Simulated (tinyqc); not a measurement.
Inside a calculation. Method: UHF in the sto-3g basis, for H4+, spin multiplicity 2. Computed by tinyqc, a small Python program that keeps every step (integrals from PySCF). Settings: charge = 1, multiplicity = 2, basis = sto-3g, energy threshold = 1e-10, iteration cap = 59, orthogonalisation = symmetric, start = atomic densities, DIIS depth = 0, method = UHF. Command: `OMP_NUM_THREADS=1 python tinyqc.py 31936 31937 out.jsonl` (the two numbers bound the seeds that draw the settings). One thread of a shared host (Intel(R) Xeon(R) Processor @ 2.60GHz), about 0.06 s of CPU time with the checks. Later iterations appear only in the table of the cycle.

## One-electron integrals

Geometry (angstrom):
```
atom         x         y         z
H     0.000000  0.000000  0.000000
H     0.000000  0.000000  0.810000
H     0.000000  2.001000  0.000000
H     0.000000  2.001000  0.810000
```

Basis sto-3g: exponents (1/bohr^2) and contraction coefficients of normalised primitives:
```
element  l (shell)  exponent  coefficient
H            s (1)  3.425251     0.154329
H            s (1)  0.623914     0.535328
H            s (1)  0.168855     0.444635
```

Overlap, kinetic and nuclear-attraction integrals over the contracted functions; the nuclear repulsion is the sum of Za Zb / Rab.

nuclear repulsion = 2.32579106 hartree

overlap S, lower triangle:
```
          1H 1s     2H 1s     3H 1s     4H 1s
1H 1s  1.000000
2H 1s  0.614347  1.000000
3H 1s  0.119021  0.091353  1.000000
4H 1s  0.091353  0.119021  0.614347  1.000000
```

kinetic energy T (hartree), lower triangle:
```
           1H 1s      2H 1s     3H 1s     4H 1s
1H 1s   0.760032
2H 1s   0.197345   0.760032
3H 1s  -0.010121  -0.011304  0.760032
4H 1s  -0.011304  -0.010121  0.197345  0.760032
```

nuclear attraction V (hartree), lower triangle:
```
           1H 1s      2H 1s      3H 1s      4H 1s
1H 1s  -2.347104
2H 1s  -1.393699  -2.347104
3H 1s  -0.228292  -0.179931  -2.347104
4H 1s  -0.179931  -0.228292  -1.393699  -2.347104
```

core Hamiltonian H = T + V (hartree), lower triangle:
```
           1H 1s      2H 1s      3H 1s      4H 1s
1H 1s  -1.587072
2H 1s  -1.196355  -1.587072
3H 1s  -0.238414  -0.191236  -1.587072
4H 1s  -0.191236  -0.238414  -1.196355  -1.587072
```

## Two-electron integrals

Functions are numbered as in S; the eight-fold symmetry (ij|kl) = (ji|kl) = (kl|ij) leaves the list below.

Two-electron integrals (ij|kl) in chemists' order, unique and non-zero (hartree):
```
(11|11) 0.774606   (21|11) 0.405473   (21|21) 0.253527   (22|11) 0.543994
(22|21) 0.405473   (22|22) 0.774606   (31|11) 0.055743   (31|21) 0.031664
(31|22) 0.046172   (31|31) 0.007303   (32|11) 0.039041   (32|21) 0.025024
(32|22) 0.041066   (32|31) 0.005280   (32|32) 0.004200   (33|11) 0.263567
(33|21) 0.158142   (33|22) 0.244680   (33|31) 0.055743   (33|32) 0.041066
(33|33) 0.774606   (41|11) 0.041066   (41|21) 0.025024   (41|22) 0.039041
(41|31) 0.005280   (41|32) 0.004153   (41|33) 0.039041   (41|41) 0.004200
(42|11) 0.046172   (42|21) 0.031664   (42|22) 0.055743   (42|31) 0.006116
(42|32) 0.005280   (42|33) 0.046172   (42|41) 0.005280   (42|42) 0.007303
(43|11) 0.158142   (43|21) 0.098549   (43|22) 0.158142   (43|31) 0.031664
(43|32) 0.025024   (43|33) 0.405473   (43|41) 0.025024   (43|42) 0.031664
(43|43) 0.253527   (44|11) 0.244680   (44|21) 0.158142   (44|22) 0.263567
(44|31) 0.046172   (44|32) 0.039041   (44|33) 0.543994   (44|41) 0.041066
(44|42) 0.055743   (44|43) 0.405473   (44|44) 0.774606
```

## Orthogonalisation

S = U s U^T; symmetric (Loewdin) form X = U s^(-1/2) U^T, so that X^T S X = 1.

eigenvalues of S: 0.357985  0.413321  1.403973  1.824721

X, lower triangle:
```
           1H 1s      2H 1s      3H 1s     4H 1s
1H 1s   1.202762
2H 1s  -0.410639   1.202762
3H 1s  -0.054892   0.003058   1.202762
4H 1s   0.003058  -0.054892  -0.410639  1.202762
```

## Starting guess

The start is atomic minimal-basis densities projected into this basis (PySCF's MINAO start) and scaled to the electron count of each spin; this density is not idempotent, so its energy is not variational and may lie below the converged one.

D(alpha) at the start, lower triangle:
```
          1H 1s     2H 1s     3H 1s     4H 1s
1H 1s  0.467468
2H 1s  0.046616  0.467468
3H 1s  0.023762  0.011666  0.467468
4H 1s  0.011666  0.023762  0.046616  0.467468
```

D(beta) at the start, lower triangle:
```
          1H 1s     2H 1s     3H 1s     4H 1s
1H 1s  0.233734
2H 1s  0.023308  0.233734
3H 1s  0.011881  0.005833  0.233734
4H 1s  0.005833  0.011881  0.023308  0.233734
```

## Iteration 1: building the Fock matrix

J_ij = sum D_kl (ij|kl) with D = D(alpha) + D(beta), K_ij = sum D_kl (ik|jl) for each spin; F = H + J - K(s); E = tr D H + tr D J / 2 - 0.5 sum_s tr D(s) K(s) + E_nn.

Coulomb J (hartree), lower triangle:
```
          1H 1s     2H 1s     3H 1s     4H 1s
1H 1s  1.369876
2H 1s  0.845918  1.369876
3H 1s  0.153108  0.120386  1.369876
4H 1s  0.120386  0.153108  0.845918  1.369876
```

exchange K(alpha) (hartree), lower triangle:
```
          1H 1s     2H 1s     3H 1s     4H 1s
1H 1s  0.529827
2H 1s  0.426705  0.529827
3H 1s  0.094794  0.086526  0.529827
4H 1s  0.086526  0.094794  0.426705  0.529827
```

exchange K(beta) (hartree), lower triangle:
```
          1H 1s     2H 1s     3H 1s     4H 1s
1H 1s  0.264914
2H 1s  0.213352  0.264914
3H 1s  0.047397  0.043263  0.264914
4H 1s  0.043263  0.047397  0.213352  0.264914
```

F(alpha) (hartree), lower triangle:
```
           1H 1s      2H 1s      3H 1s      4H 1s
1H 1s  -0.747023
2H 1s  -0.777141  -0.747023
3H 1s  -0.180099  -0.157376  -0.747023
4H 1s  -0.157376  -0.180099  -0.777141  -0.747023
```

F(beta) (hartree), lower triangle:
```
           1H 1s      2H 1s      3H 1s      4H 1s
1H 1s  -0.482109
2H 1s  -0.563789  -0.482109
3H 1s  -0.132703  -0.114113  -0.482109
4H 1s  -0.114113  -0.132703  -0.563789  -0.482109
```

total energy of this density = -1.13015986 hartree

This density is the starting one; it is not idempotent, so its energy is not variational and may lie below the converged one.

## Iteration 1: diagonalisation and new density

Diagonalise F' = X^T F X, C = X C', fill 2 alpha and 1 beta electrons from the bottom; D(s) = C_occ C_occ^T. Each column has its largest component positive (the first on a tie).

F' = X^T F X (alpha) (hartree), lower triangle:
```
           1          2          3          4
1  -0.424992
2  -0.507742  -0.424992
3  -0.076178  -0.011320  -0.424992
4  -0.011320  -0.076178  -0.507742  -0.424992
```

orbital energies (alpha) (hartree): MO1 -1.020233, MO2 -0.845236, MO3 0.017893, MO4 0.147609

coefficients C (alpha):
```
            MO1        MO2        MO3        MO4
1H 1s  0.370145   0.421979   0.777725   0.835676
2H 1s  0.370145   0.421979  -0.777725  -0.835676
3H 1s  0.370145  -0.421979   0.777725  -0.835676
4H 1s  0.370145  -0.421979  -0.777725   0.835676
```

F' = X^T F X (beta) (hartree), lower triangle:
```
           1          2          3          4
1  -0.211217
2  -0.427585  -0.211217
3  -0.066684  -0.002959  -0.211217
4  -0.002959  -0.066684  -0.427585  -0.211217
```

orbital energies (beta) (hartree): MO1 -0.708445, MO2 -0.569158, MO3 0.152642, MO4 0.280094

coefficients C (beta):
```
            MO1        MO2        MO3        MO4
1H 1s  0.370145   0.421979   0.777725   0.835676
2H 1s  0.370145   0.421979  -0.777725  -0.835676
3H 1s  0.370145  -0.421979   0.777725  -0.835676
4H 1s  0.370145  -0.421979  -0.777725   0.835676
```

D(alpha) after iteration 1, lower triangle:
```
           1H 1s      2H 1s     3H 1s     4H 1s
1H 1s   0.315073
2H 1s   0.315073   0.315073
3H 1s  -0.041059  -0.041059  0.315073
4H 1s  -0.041059  -0.041059  0.315073  0.315073
```

D(beta) after iteration 1, lower triangle:
```
          1H 1s     2H 1s     3H 1s     4H 1s
1H 1s  0.137007
2H 1s  0.137007  0.137007
3H 1s  0.137007  0.137007  0.137007
4H 1s  0.137007  0.137007  0.137007  0.137007
```

## Iteration 2: building the Fock matrix

As before.

Coulomb J (hartree), lower triangle:
```
          1H 1s     2H 1s     3H 1s     4H 1s
1H 1s  1.370409
2H 1s  0.849689  1.370409
3H 1s  0.154007  0.121310  1.370409
4H 1s  0.121310  0.154007  0.849689  1.370409
```

exchange K(alpha) (hartree), lower triangle:
```
          1H 1s     2H 1s     3H 1s     4H 1s
1H 1s  0.573792
2H 1s  0.501695  0.573792
3H 1s  0.066691  0.062759  0.573792
4H 1s  0.062759  0.066691  0.501695  0.573792
```

exchange K(beta) (hartree), lower triangle:
```
          1H 1s     2H 1s     3H 1s     4H 1s
1H 1s  0.297050
2H 1s  0.262108  0.297050
3H 1s  0.137467  0.132656  0.297050
4H 1s  0.132656  0.137467  0.262108  0.297050
```

F(alpha) (hartree), lower triangle:
```
           1H 1s      2H 1s      3H 1s      4H 1s
1H 1s  -0.790454
2H 1s  -0.848361  -0.790454
3H 1s  -0.151097  -0.132684  -0.790454
4H 1s  -0.132684  -0.151097  -0.848361  -0.790454
```

F(beta) (hartree), lower triangle:
```
           1H 1s      2H 1s      3H 1s      4H 1s
1H 1s  -0.513713
2H 1s  -0.608774  -0.513713
3H 1s  -0.221874  -0.202581  -0.513713
4H 1s  -0.202581  -0.221874  -0.608774  -0.513713
```

total energy of this density = -1.70659880 hartree

## Iteration 2: diagonalisation and new density

As before.

F' = X^T F X (alpha) (hartree), lower triangle:
```
           1          2          3          4
1  -0.427509
2  -0.581881  -0.427509
3  -0.051535   0.007286  -0.427509
4   0.007286  -0.051535  -0.581881  -0.427509
```

orbital energies (alpha) (hartree): MO1 -1.053639, MO2 -0.965142, MO3 0.095550, MO4 0.213193

coefficients C (alpha):
```
            MO1        MO2        MO3        MO4
1H 1s  0.370145   0.421979   0.777725   0.835676
2H 1s  0.370145   0.421979  -0.777725  -0.835676
3H 1s  0.370145  -0.421979   0.777725  -0.835676
4H 1s  0.370145  -0.421979  -0.777725   0.835676
```

F' = X^T F X (beta) (hartree), lower triangle:
```
           1          2          3          4
1  -0.210550
2  -0.461926  -0.210550
3  -0.121676  -0.053617  -0.210550
4  -0.053617  -0.121676  -0.461926  -0.210550
```

orbital energies (beta) (hartree): MO1 -0.847769, MO2 -0.497183, MO3 0.183317, MO4 0.319436

coefficients C (beta):
```
            MO1        MO2        MO3        MO4
1H 1s  0.370145   0.421979   0.777725   0.835676
2H 1s  0.370145   0.421979  -0.777725  -0.835676
3H 1s  0.370145  -0.421979   0.777725  -0.835676
4H 1s  0.370145  -0.421979  -0.777725   0.835676
```

D(alpha) after iteration 2, lower triangle:
```
           1H 1s      2H 1s     3H 1s     4H 1s
1H 1s   0.315073
2H 1s   0.315073   0.315073
3H 1s  -0.041059  -0.041059  0.315073
4H 1s  -0.041059  -0.041059  0.315073  0.315073
```

D(beta) after iteration 2, lower triangle:
```
          1H 1s     2H 1s     3H 1s     4H 1s
1H 1s  0.137007
2H 1s  0.137007  0.137007
3H 1s  0.137007  0.137007  0.137007
4H 1s  0.137007  0.137007  0.137007  0.137007
```

## Iteration 3: building the Fock matrix

As before.

Coulomb J (hartree), lower triangle:
```
          1H 1s     2H 1s     3H 1s     4H 1s
1H 1s  1.370409
2H 1s  0.849689  1.370409
3H 1s  0.154007  0.121310  1.370409
4H 1s  0.121310  0.154007  0.849689  1.370409
```

exchange K(alpha) (hartree), lower triangle:
```
          1H 1s     2H 1s     3H 1s     4H 1s
1H 1s  0.573792
2H 1s  0.501695  0.573792
3H 1s  0.066691  0.062759  0.573792
4H 1s  0.062759  0.066691  0.501695  0.573792
```

exchange K(beta) (hartree), lower triangle:
```
          1H 1s     2H 1s     3H 1s     4H 1s
1H 1s  0.297050
2H 1s  0.262108  0.297050
3H 1s  0.137467  0.132656  0.297050
4H 1s  0.132656  0.137467  0.262108  0.297050
```

F(alpha) (hartree), lower triangle:
```
           1H 1s      2H 1s      3H 1s      4H 1s
1H 1s  -0.790454
2H 1s  -0.848361  -0.790454
3H 1s  -0.151097  -0.132684  -0.790454
4H 1s  -0.132684  -0.151097  -0.848361  -0.790454
```

F(beta) (hartree), lower triangle:
```
           1H 1s      2H 1s      3H 1s      4H 1s
1H 1s  -0.513713
2H 1s  -0.608774  -0.513713
3H 1s  -0.221874  -0.202581  -0.513713
4H 1s  -0.202581  -0.221874  -0.608774  -0.513713
```

total energy of this density = -1.70659880 hartree

## Iteration 3 (converged): orbitals

As before.

F' = X^T F X (alpha) (hartree), lower triangle:
```
           1          2          3          4
1  -0.427509
2  -0.581881  -0.427509
3  -0.051535   0.007286  -0.427509
4   0.007286  -0.051535  -0.581881  -0.427509
```

orbital energies (alpha) (hartree): MO1 -1.053639, MO2 -0.965142, MO3 0.095550, MO4 0.213193

coefficients C (alpha):
```
            MO1        MO2        MO3        MO4
1H 1s  0.370145   0.421979   0.777725   0.835676
2H 1s  0.370145   0.421979  -0.777725  -0.835676
3H 1s  0.370145  -0.421979   0.777725  -0.835676
4H 1s  0.370145  -0.421979  -0.777725   0.835676
```

F' = X^T F X (beta) (hartree), lower triangle:
```
           1          2          3          4
1  -0.210550
2  -0.461926  -0.210550
3  -0.121676  -0.053617  -0.210550
4  -0.053617  -0.121676  -0.461926  -0.210550
```

orbital energies (beta) (hartree): MO1 -0.847769, MO2 -0.497183, MO3 0.183317, MO4 0.319436

coefficients C (beta):
```
            MO1        MO2        MO3        MO4
1H 1s  0.370145   0.421979   0.777725   0.835676
2H 1s  0.370145   0.421979  -0.777725  -0.835676
3H 1s  0.370145  -0.421979   0.777725  -0.835676
4H 1s  0.370145  -0.421979  -0.777725   0.835676
```

D(alpha) after iteration 3, lower triangle:
```
           1H 1s      2H 1s     3H 1s     4H 1s
1H 1s   0.315073
2H 1s   0.315073   0.315073
3H 1s  -0.041059  -0.041059  0.315073
4H 1s  -0.041059  -0.041059  0.315073  0.315073
```

D(beta) after iteration 3, lower triangle:
```
          1H 1s     2H 1s     3H 1s     4H 1s
1H 1s  0.137007
2H 1s  0.137007  0.137007
3H 1s  0.137007  0.137007  0.137007
4H 1s  0.137007  0.137007  0.137007  0.137007
```

## Convergence

Stop when the energy changes by less than 1e-10 hartree and every element of the error matrix X^T (F D S - S D F) X (for each spin) is below 3e-06.

Course of the cycle:
```
iteration  E (hartree)     change  largest element of the error matrix
1          -1.13015986          -                             5.98e-16
2          -1.70659880  -5.76e-01                             4.43e-16
3          -1.70659880   3.55e-15                             7.49e-16
```

PySCF UHF in the same basis, after a stability check = -1.70659880 hartree

Converged in 3 iterations.

## Populations, bond orders and dipole

Mulliken: Z minus the diagonal of D S on the atom; Loewdin: the same with S^(1/2) D S^(1/2); Mayer order: 2 sum_s sum (D(s) S)_ij (D(s) S)_ji over the two atoms.

Charges (e):
```
atom  Mulliken   Loewdin  Mulliken spin
1H    0.250000  0.250000       0.250000
2H    0.250000  0.250000       0.250000
3H    0.250000  0.250000       0.250000
4H    0.250000  0.250000       0.250000
```

Mayer bond orders:
```
pair     order
2-1   0.625000
3-1   0.125000
3-2   0.125000
4-1   0.125000
4-2   0.125000
4-3   0.625000
```

dipole moment about the origin, x y z (debye): 0.000000  4.805606  1.945298

<S^2> of the determinant (pure state: 0.75) = 0.750000
